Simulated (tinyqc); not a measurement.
Inside a calculation: model-solid line-up of a strained alloy layer on a substrate. Values are carried at full precision from step to step, so a last printed digit may differ when a step is redone from the rounded ones.

All values of the alloy are linear in x but the gap, Eg(x) = (1 - x) Eg_A + x Eg_B - C x (1 - x), and the valence edge, Ev(x) = (1 - x) Ev_A + x Ev_B + fv C x (1 - x); Ec = Ev + Eg. Ev is the top of the unstrained valence band on a scale common to all materials. In the layer only the Gamma valley of the conduction band is followed, also where an X or L valley would lie lower.

Parameters, chosen for this exercise (A near GaAs, B near GaSb, substrate near InP; not measured data): a = (5.654, 6.094) angstrom (lattice constant of A, B); Eg = (1.514, 0.815) eV (gap at Gamma to the s-like level of A, B); Dso = (0.338, 0.753) eV (spin-orbit splitting of A, B); Ev = (-0.8, -0.03) eV (top of the unstrained valence band of A, B); ac = (-7.07, -7.51) eV (conduction deformation potential of A, B); av = (1.17, 0.81) eV (valence hydrostatic potential of A, B); b = (-2, -2.02) eV (tetragonal shear potential of A, B); d = (-4.77, -4.63) eV (trigonal shear potential of A, B); C11 = (122.9, 88.5) GPa (of A, B); C12 = (56.6, 40.4) GPa (of A, B); C44 = (59.8, 42.9) GPa (of A, B); C = 1.659 eV (bowing of the gap); fv = 0.7 (share of the bowing taken by the valence edge); x = 0.34 (fraction of B); a_s = 5.868 angstrom (substrate); face = 111 (growth face); Eg_s = 1.416 eV (lowest gap of the substrate); Ev_s = -0.95 eV (substrate valence edge); e14 = -0.162 C/m^2 (piezoelectric constant of the layer); eps = 13.7 (dielectric constant); Lw = 10 nm (thickness of the layer).

## Values of the alloy

Interpolate.

Alloy at x (a in angstrom, C11, C12, C44 in GPa, all else in eV):
```
symbol     value
a         5.8036
Eg        0.9041
Dso       0.4791
Ev       -0.2776
ac       -7.2196
av        1.0476
b        -2.0068
d        -4.7224
C11     111.2040
C12      51.0920
C44      54.0540
```

## Strain on the (111) substrate

Coherent growth on a (111) face: e_par = (a_s - a)/a, e_perp = -(2 C11 + 4 C12 - 4 C44)/(C11 + 2 C12 + 4 C44) e_par; exx = eyy = ezz = (2 e_par + e_perp)/3 and exy = eyz = ezx = (e_perp - e_par)/3.

Use the values of the alloy.

e_par = 0.011097
e_perp = -0.005439

strain tensor in the cubic axes, rows x, y, z and columns alike:
$$\begin{pmatrix}
0.005585 & -0.005512 & -0.005512 \\
-0.005512 & 0.005585 & -0.005512 \\
-0.005512 & -0.005512 & 0.005585
\end{pmatrix}$$

The layer is under tension in the plane; its volume changes by +1.675 %.

## Strained band edges

Strained edges: Ec + ac tr(e); the valence edges are Ev plus the levels of the 6 x 6 matrix of X, Y, Z times spin with -Dso/3 + l exx + m (eyy + ezz) on the diagonal (cyclic), n exy off it, l = av + 2 b, m = av - b, n = sqrt(3) d. Spin-orbit term (Dso/3) L.sigma on X, Y, Z with (L_k)_ij = -i epsilon_kij: <X+|H|Y+> = -i Dso/3, <X+|H|Z-> = Dso/3, <Y+|H|Z-> = -i Dso/3, <Z+|H|X-> = -Dso/3, <Z+|H|Y-> = i Dso/3, <X-|H|Y-> = i Dso/3, and their conjugates; + and - are the spin along z.

Give the hydrostatic shifts, the strain block and the edges.

ac tr(e), av tr(e) (eV): [-0.1210, 0.0176]

strain block (eV), rows X, Y, Z and columns alike:
$$\begin{pmatrix}
0.0176 & 0.0451 & 0.0451 \\
0.0451 & 0.0176 & 0.0451 \\
0.0451 & 0.0451 & 0.0176
\end{pmatrix}$$

Ec and the three valence edges from the top (eV): [0.5055, -0.2073, -0.3051, -0.7468]

strained gap = 0.7128 eV

Strain moves the gap by -191 meV: -139 meV from the volume and -53 meV from the splitting of the valence edge, which always raises the top.

## Offsets against the substrate material

dEc = Ec(substrate) - Ec(layer), dEv = Ev(layer) - Ev(substrate); positive values confine the carrier in the layer. Type I: both of one sign; type II: opposite signs; type III: the gaps do not overlap.

Give also the smallest gap across the interface, min Ec - max Ev.

dEc = -0.0395 eV
dEv = 0.7427 eV

type: II

smallest gap = 0.6733 eV

Electrons collect in the substrate material and holes in the layer. An offset this small is within the spread of parameter sets, so the type is not settled by this model.

## Piezoelectric polarisation

P_x = 2 e14 eyz and cyclic. The field along the normal n of the (111) face is -P.n/(eps eps0) in a layer between thick unstrained barriers, eps0 = 8.8541878e-12 F/m; 1 kV/cm = 1e5 V/m.

P (C/m^2): [0.001786, 0.001786, 0.001786]

P.n = 0.003093 C/m^2
field along n = -255.0 kV/cm
potential drop across the layer = 255.0 mV

The drop of 255 meV tilts both band edges, pulls electrons and holes to opposite faces and lowers the transition; a (001) layer has no shear and no such field.

Computed by tinyqc, a small Python program: `OMP_NUM_THREADS=1 python tinyqc.py 1080291 1080292 out.jsonl` (the numbers bound the seed that draws the inputs); one thread of a shared host (Intel(R) Xeon(R) Processor @ 2.30GHz), about 0.02 s for the whole set of steps.
